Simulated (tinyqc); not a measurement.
## Thermionic-field emission through a Schottky barrier, WKB: effect of temperature

Metal on an n-type semiconductor with one parabolic valley; V > 0 is forward bias (metal positive). Energies E are counted from the conduction edge of the neutral semiconductor, whose Fermi level lies at -xi; that of the metal lies at -xi - V. The barrier is a parabola of height Vd = phi - xi - V (depletion approximation, no image force).

Nc = 2 (2 pi me m0 kB T/h^2)^1.5 (times 1e-6 for cm^-3); Nd = Nc F12(-xi/Vt), F12(x) = (2/sqrt(pi)) int_0^infinity sqrt(u)/(1 + exp(u - x)) du; E00 = (hbar/2) sqrt(Nd/(me m0 eps0 eps_r)) in SI units (volts). For E < Vd, ln T(E) = -(Vd/E00) [sqrt(1 - y) - y ln((1 + sqrt(1 - y))/sqrt(y))], y = E/Vd; T(E) = 1 above. J = A* T (q/kB) int_0^infinity T(E) N(E) dE, N = ln[(1 + exp((-xi - E)/Vt))/(1 + exp((-xi - V - E)/Vt))], A* = 4 pi q me m0 kB^2/h^3 (times 1e-4 for A/(cm^2 K^2)). The integral is converged to the digits shown; the share over the barrier is that of E > Vd, and 0 means below 1e-6 %. phi is held fixed. By a common rule of thumb, E00/Vt below 0.5 marks thermionic emission, 0.5 to 5 thermionic-field emission and above 5 field emission.

Inputs (values chosen for the exercise); band and dielectric values close to those of indium phosphide:

| symbol | value | unit | meaning |
|---|---|---|---|
| me | 0.0789 | m0 | electron mass |
| eps_r | 12.4 |  | relative permittivity |
| phi | 0.9 | eV | barrier height seen from the metal |
| Nd | 1.4e19 | cm^-3 | donor density |
| V | 0.19 | V | bias |

Constants: q = 1.602176634e-19 C, kB = 1.380649e-23 J/K, eps0 = 8.8541878128e-12 F/m, hbar = 1.054571817e-34 J s, h = 6.62607015e-34 J s, m0 = 9.1093837015e-31 kg, Vt = kB T/q. Results are converted to the units shown.

Results:
```
T (K)	E00/Vt	J (A/cm^2)	share over the barrier (%)	mean E/Vd
100	8.150	2743	0	0.1930
150	5.433	2918	0	0.1987
200	4.075	3181	0	0.2068
300	2.717	4058	0	0.2314
400	2.038	5655	3.03e-5	0.2677
500	1.630	8484	1.92e-3	0.3153
```

Estimate the missing row, T = 250 K.

Computed row:
```
T (K)	E00/Vt	J (A/cm^2)	share over the barrier (%)	mean E/Vd
250	3.260	3551	0	0.2177
```

With this row back in the table: J rises from 2740 to 8480 A/cm^2, and the mean E/Vd rises from 0.193 to 0.315, as E00/Vt falls from 8.15 (field emission) to 1.63 (thermionic-field emission). Between the first two rows J changes by a factor of 1.06, between the last two by 1.50.

Range of the model: The depletion approximation, a parabolic band and the neglect of image-force lowering make these currents estimates at high doping.

Computed by the program tinyqc: `OMP_NUM_THREADS=1 python tinyqc.py 2640054 2640055 out.jsonl`, one thread of a shared Intel Xeon 2.30GHz, about 0.04 s for the whole run.
